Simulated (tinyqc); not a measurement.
## Mobility and doping from two currents

Problem. A trap-free film with injecting contacts is fitted, with diffusion neglected, by J = q mu N V/Lf + (9/8) eps0 eps_r mu V^2/Lf^3. Find mu, N and the voltage at which both terms are equal.

Parameters, values chosen for the exercise:
- eps_r = 11.7 (relative permittivity)
- Lf = 390 nm (film thickness)

Constants: q = 1.602176634e-19 C, eps0 = 8.8541878128e-14 F/cm where lengths are in cm. Results are converted to the units shown.

J at 3.6 and 18 V (A/cm^2): [597.53337, 6348.6956]

Answer. J/V is a straight line in V: the slope gives mu and the intercept mu N.

mu = 0.660 cm^2/(V s)
N = 4.40e16 cm^-3
crossover voltage = 9.20 V

tinyqc, about 0.09 s, one thread, Intel Xeon 2.30GHz (shared host): `OMP_NUM_THREADS=1 python tinyqc.py 2730012 2730013 out.jsonl`
